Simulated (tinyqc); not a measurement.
What each parameter does: Gamma, L and X subbands of a thin body with non-parabolic valleys.

Hard walls, flat band, c = hbar^2/2m0, energies from the bulk Gamma edge. For a valley at angle theta to the normal 1/m_z = cos^2/ml + sin^2/mt and m_d = sqrt(ml mt^2/m_z). Subband n starts at E_v + e with e (1 + a e) = c (n pi/t)^2/m_z, and its density-of-states mass is taken as m_d (1 + 2 a e), without further growth at higher in-plane energy. Groups are named by valley and degeneracy.

n_i = g m/(2 pi c) kB T ln(1 + exp((EF - E_i)/kB T)), sum n_i = Ns (1e12/cm^2 = 1e-4/angstrom^2), c = hbar^2/2m0. Quantum capacitance Cq = 1602.176634 sum g m/(2 pi c) f_i in microfarad/cm^2 with f_i = 1/(1 + exp((E_i - EF)/kB T)); Cox = 34.5313/eot (one gate); C/Cox = Cq/(Cq + Cox), the centroid term left out.

Constants: hbar^2/2m0 = 3.80998211 eV angstrom^2; kB = 8.617333262e-05 eV/K.

Parameters, chosen for this exercise (near those of a thin Ge channel; not measured data):

| symbol | value | unit | meaning |
|---|---|---|---|
| face | 111 |  | surface |
| mG | 0.0385 | m0 | Gamma mass |
| aG | 1.04 | 1/eV | Gamma non-parabolicity |
| EL | -0.157 | eV | L edge above Gamma |
| mL | (1.569, 0.081) | m0 | L valleys (four, along <111>): ml, mt |
| EX | 0.045 | eV | X edge above Gamma |
| mX | (0.88, 0.188) | m0 | Delta valleys (six, along <100>): ml, mt |
| aS | 0.4 | 1/eV | non-parabolicity of L and X |
| Ns | 8.7 | x 1e12/cm^2 | sheet density |
| T | 300 | K | temperature |
| eot | 12 | angstrom | equivalent oxide thickness |
| t | 74 | angstrom | body thickness |

n = 1 to 8 of all groups. Each row changes one parameter from the base and keeps the others.

Results:

| case | lowest edge (eV) | EF (eV) | Gamma share (%) | C/Cox |
|---|---|---|---|---|
| base | -0.153 | -0.105 | 0.0 | 0.928 |
| t = 68 angstrom | -0.152 | -0.096 | 0.0 | 0.925 |
| mG = 0.0443 m0 | -0.153 | -0.105 | 0.0 | 0.928 |
| aG = 0.73 1/eV | -0.153 | -0.105 | 0.0 | 0.928 |
| EL = -0.107 eV | -0.103 | -0.056 | 0.0 | 0.929 |
| Ns = 13 x 1e12/cm^2 | -0.153 | -0.089 | 0.0 | 0.946 |
| eot = 10 angstrom | -0.153 | -0.105 | 0.0 | 0.915 |
| T = 250 K | -0.153 | -0.099 | 0.0 | 0.934 |

The largest shifts from the base row, up to three for each result and ties (the steps differ in size, so this ranks the rows, not the parameters). lowest edge (eV): EL +0.050, t +0.001; unchanged at the printed digits by mG, aG, Ns, eot and T. EF (eV): EL +0.049, Ns +0.016, t +0.009; unchanged at the printed digits by mG, aG and eot. Gamma share (%): unchanged at the printed digits by t, mG, aG, EL, Ns, eot and T. C/Cox: Ns +0.018, eot -0.013, T +0.006; unchanged at the printed digits by mG and aG.

Run: tinyqc, `OMP_NUM_THREADS=1 python tinyqc.py 1282637 1282638 out.jsonl`; Intel(R) Xeon(R) Processor @ 2.30GHz, one thread, shared host; about 0.03 s of CPU time with all checks.
